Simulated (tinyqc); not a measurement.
Inside a calculation. Method: empirical pseudopotential in a few plane waves. One step of it, computed by the program tinyqc.

Question. Levels at k. Diagonalise the Hermitian matrix.

H(k) at k (eV), lower triangle:
```
           +0+0+0     -1-1-1     -1-1+1     -1+1-1     -1+1+1     +1-1-1     +1-1+1     +1+1-1
+0+0+0   0.646083
-1-1-1   2.212756  12.600815
-1-1+1  -2.212756   0.000000  10.139546
-1+1-1  -2.212756   0.000000   0.557833  18.753985
-1+1+1  -2.212756  -0.557833   0.000000   0.000000  16.292717
+1-1-1  -2.212756   0.000000   0.557833   0.557833   0.000000  11.370180
+1-1+1  -2.212756  -0.557833   0.000000   0.000000   0.557833   0.000000   8.908912
+1+1-1  -2.212756  -0.557833   0.000000   0.000000   0.557833   0.000000   0.557833  17.523351
+1+1+1   2.212756   0.000000  -0.557833  -0.557833   0.000000  -0.557833   0.000000   0.000000
-2+0+0   0.000000  -2.212756  -2.212756  -2.212756   2.212756   0.740792  -0.740792  -0.740792
+0-2+0   0.000000  -2.212756  -2.212756   0.740792  -0.740792  -2.212756   2.212756  -0.740792
+0+0-2   0.000000  -2.212756   0.740792  -2.212756  -0.740792  -2.212756  -0.740792   2.212756
+0+0+2   0.000000  -0.740792   2.212756  -0.740792  -2.212756  -0.740792  -2.212756   0.740792
+0+2+0   0.000000  -0.740792  -0.740792   2.212756  -2.212756  -0.740792   0.740792  -2.212756
+2+0+0   0.000000  -0.740792  -0.740792  -0.740792   0.740792   2.212756  -2.212756  -2.212756

           +1+1+1     -2+0+0     +0-2+0     +0+0-2     +0+0+2     +0+2+0     +2+0+0
+1+1+1  15.062083
-2+0+0  -0.740792  19.457205
+0-2+0  -0.740792   0.557833  12.073400
+0+0-2  -0.740792   0.557833   0.557833  20.687839
+0+0+2  -2.212756  -0.557833  -0.557833   0.000000  15.765302
+0+2+0  -2.212756  -0.557833   0.000000  -0.557833   0.557833  24.379741
+2+0+0  -2.212756   0.000000  -0.557833  -0.557833   0.557833   0.557833  16.995937
```

Give: eigenvalues.

Answer.

eigenvalues (eV): -1.7343  6.1119  7.8225  8.0833  12.1432  13.0441  14.0161  14.3366  16.0737  17.0315  19.3221  20.5977  22.7938  23.6155  27.3994
